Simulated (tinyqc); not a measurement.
Valley splitting of a silicon quantum well in envelope theory: sweeps and comparisons. A value that a table varies takes the place of the one given here.

The well lies at 0 < z < L; U(z) = V0 [1/(1 + exp(z/w)) + 1/(1 + exp((L - z)/w))] - e F z, 1 mV/nm = 1e-4 eV/angstrom. The envelope psi solves -(c/ml) psi'' + U psi = E psi, c = hbar^2/2m0, by three-point differences on a grid of 0.1 angstrom from -40 to L + 40 angstrom. The two valleys at +/- k0 couple through D = C0 times the integral of exp(-i q z) U(z) psi^2, q = 2 k0 (2 pi/a), and split by Ev = 2|D|.

Random alloy: with Y(z) = Yw + (Yb - Yw) B(z), B the bracket in U, and in-plane density exp(-r^2/ad^2)/(pi ad^2), D gains a random complex part of variance sigma^2 = (C0^2/pi)(a^2 V0/(8 ad (Yb - Yw)))^2 (4/a) times the integral of psi^4 Y (1 - Y). Alone it gives a mean splitting sqrt(pi) sigma; together with the smooth part the rms splitting is 2 sqrt(|D|^2 + sigma^2).

Constants: hbar^2/2m0 = 3.80998211 eV angstrom^2.

Values chosen for the exercise (near those of a strained Si well in SiGe; shifted at random, so the results belong to these values and not to a real crystal): L = 36 angstrom (well width); V0 = 0.15 eV (conduction offset); ml = 0.927 m0 (mass along z); F = 13.2 mV/nm (field pressing towards the upper interface); k0 = 0.833 2 pi/a (valley position); a = 5.431 angstrom (lattice constant); C0 = 0.275 (Bloch overlap factor); Yb = 0.23 (Ge share of the barrier); Yw = 0.05 (Ge share of the well); ad = 110 angstrom (dot radius); ws = (0.2, 0.6, 0.8, 1.2, 1.9, 2.8, 4.2) angstrom (interface widths); Ls = (36, 37.4, 38.7, 40.1, 41.4, 42.8, 44.1, 45.5) angstrom (widths in steps of one atomic layer, a/4, rounded to the grid); F2 = 1 mV/nm (second field, zero or weak); w1 = 0.9 angstrom (interface width for this table); w = 0.5 angstrom (interface width parameter).

## Sharpness of the interface

The smooth part 2|D| and the disorder part against w, beside y/sinh(y) with y = pi q w. The 12 to 88 % width of the step is 4w.

Results:
```
w (angstrom)  4w (angstrom)  2|D| (micro-eV)  y/sinh(y)  sqrt(pi) sigma (micro-eV)
0.2                     0.8           300.76       0.79                      262.3
0.6                     2.4            84.24       0.19                      263.1
0.8                     3.2            37.26      0.076                      263.8
1.2                     4.8             6.07      0.010                      265.5
1.9                     7.6             0.17    0.00023                      269.8
2.8                    11.2             0.00    1.5e-06                      277.6
4.2                    16.8             0.00    4.6e-10                      293.9
```

What does this show?

The smooth part needs a Fourier component of U psi^2 at a wavelength of 3.26 angstrom; from the first row to the third it falls by a factor 8.07, while y/sinh(y) falls by 10.4 (the envelope near the step and the phase between the two interfaces change too). The disorder part goes from 262.3 to 293.9 micro-eV, growing as the electron overlaps more alloy. It takes over between w = 0.2 and 0.6 angstrom, that is a step 0.8 to 2.4 angstrom wide, with 1.36 angstrom to an atomic layer.

## Adding atomic layers

The smooth splitting Ev = 2|D| with w = w1, at the field F2 and at F.

Results:
```
L (angstrom)  q L mod 2 pi  Ev at F2 (micro-eV)  Ev at F (micro-eV)
36.0                  0.27                 16.8                24.2
37.4                  2.97                 10.1                20.7
38.7                  5.48                 18.7                24.8
40.1                  1.89                 1.56                18.6
41.4                  4.40                 15.2                22.5
42.8                  0.81                 8.37                19.8
44.1                  3.32                 8.67                19.7
45.5                  6.02                 11.7                20.6
```

What does this show, and why?

At F2 the splitting swings between 1.56 and 18.7 micro-eV, a ratio of 12, as the two interfaces add with the phase q L, which advances on average by 2.62 rad a layer. At F the ratio is 1.33, where in the first row psi^2 at the upper interface is 5.17 times that at the lower one: the field unbalances the two contributions, which fills in the minima.

## What each parameter does

Orbital spacing, psi^2 at z = L, the smooth splitting and sigma; V0 is held fixed when Yw changes. Each row changes one parameter from the base and keeps the others.

Results:
```
case               E2 - E1 (meV)  psi^2(L) (1e-3/angstrom)  2|D| (micro-eV)  sigma (micro-eV)
base                       55.58                    10.681           122.65             148.3
ad = 150 angstrom          55.58                    10.681           122.65             108.8
Yw = 0.08                  55.58                    10.681           122.65             220.5
L = 42 angstrom            46.67                     9.535           128.02             142.8
V0 = 0.188 eV              59.34                     8.738           128.50             187.9
w = 0.35 angstrom          55.45                    10.764           203.12             148.1
F = 19.8 mV/nm             57.49                    14.190           174.90             152.1
k0 = 0.813 2 pi/a          55.58                    10.681           173.06             148.3
C0 = 0.33                  55.58                    10.681           147.18             178.0
```

What does this show?

The largest shifts from the base row, up to three for each result and ties (the steps differ in size, so this ranks the rows, not the parameters). E2 - E1 (meV): L -8.91, V0 +3.75, F +1.91; unchanged at the printed digits by ad, Yw, k0 and C0. psi^2(L) (1e-3/angstrom): F +3.510, V0 -1.943, L -1.146; unchanged at the printed digits by ad, Yw, k0 and C0. 2|D| (micro-eV): w +80.47, F +52.25, k0 +50.41; unchanged at the printed digits by ad and Yw. sigma (micro-eV): Yw +72.2, V0 +39.6, ad -39.5; unchanged at the printed digits by k0.

tinyqc: `OMP_NUM_THREADS=1 python tinyqc.py 1250020 1250021 out.jsonl`; about 0.1 s, one thread, shared Intel(R) Xeon(R) Processor @ 2.30GHz.
